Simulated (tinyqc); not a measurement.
Changing the unstable fault energy gamma_us: straight dislocations in isotropic elasticity: fields, energies, partials, Peierls stress and walls. Computed by tinyqc, a small Python program. Command: `OMP_NUM_THREADS=1 python tinyqc.py 3012160 3012161 out.jsonl disloc sweep`. One thread of a shared host (Intel(R) Xeon(R) Processor @ 2.30GHz), about 0.01 s of CPU time with the checks.

The line runs along z, the glide plane is y = 0, and beta is the angle between b and the line (0 screw, 90 degrees edge): b_e = b sin(beta) along +x with the extra half plane at y > 0, b_s = b cos(beta). Stress is positive in tension.

Inputs (values chosen for the exercise, modelled on copper): shear modulus G = 47.6 GPa; Poisson ratio nu = 0.331; Burgers vector b = 2.556 angstrom; dislocation density rho = 4.5e+12 1/m^2; core radius r0/b = 2.

Character: edge.

Constants: 1 eV/angstrom^3 = 160.2176634 GPa.

Method:
- Energy factor K = G [cos^2(beta) + sin^2(beta)/(1 - nu)].
- E = K b^2/(4 pi) ln(R/r0) with R = 1/(2 sqrt(rho)); tension T = E + d^2E/d(beta)^2 = G b^2 [1 + nu - 3 nu sin^2(beta)]/(4 pi (1 - nu)) ln(R/r0). The core energy is taken into r0.
- Misfit energy gamma(u) = (gamma_us/2)(1 - cos(2 pi u/b)), so the largest restoring stress is tau_max = pi gamma_us/b; u(x) = b/2 + (b/pi) arctan(x/zeta), zeta = K b/(4 pi tau_max). Summing the misfit energy over atomic rows a' apart gives, for a wide core, W_P = (K b^2/pi) exp(-2 pi zeta/a') and sigma_P = (K b/a') exp(-2 pi zeta/a'); a' = b/2 for edge and 30-degree lines, b sqrt(3)/2 for screw and 60-degree lines.

One run for each value; columns: (1) unstable fault energy gamma_us (mJ/m^2); (2) half width zeta (angstrom); (3) Peierls stress sigma_P (MPa); (4) Peierls barrier W_P (meV/nm); (5) tau_max (GPa):
```
(1)    (2)        (3)        (4)    (5)
151  7.798  3.190e-12  2.070e-13   1.86
190  6.197  8.343e-09  5.414e-10   2.34
238  4.947  3.890e-06  2.524e-07   2.93
300  3.925  5.929e-04  3.848e-05   3.69
377  3.123  3.052e-02  1.981e-03   4.63
474  2.484  7.068e-01  4.587e-02   5.83
596  1.976  8.610e+00  5.587e-01   7.33
750  1.570  6.326e+01  4.105e+00   9.22
942  1.250  3.050e+02  1.980e+01  11.58
```

Over the rows, half width zeta (angstrom) falls from 7.80 to 1.25 (exponent d ln y / d ln x about -1.00 throughout); Peierls stress sigma_P (MPa) rises from 3.19e-12 to 305 (exponent d ln y / d ln x 34 between the first rows and 6.9 between the last); Peierls barrier W_P (meV/nm) rises from 2.07e-13 to 19.8 (exponent d ln y / d ln x 34 between the first rows and 6.9 between the last). The exponent of half width zeta stays at -1: a stiffer glide plane narrows the core. sigma_P spans 14.0 decades while gamma_us changes by a factor 6.2: the width sits in an exponent. Stiff directional bonds give narrow cores and hard crystals.

Caution (rows 151, 190, 238, 300): so small a Peierls stress means only that the model finds negligible lattice resistance; its value is not a prediction. Caution (rows 750, 942): real fcc metals have far lower Peierls stresses, since their dislocations are split into partials.
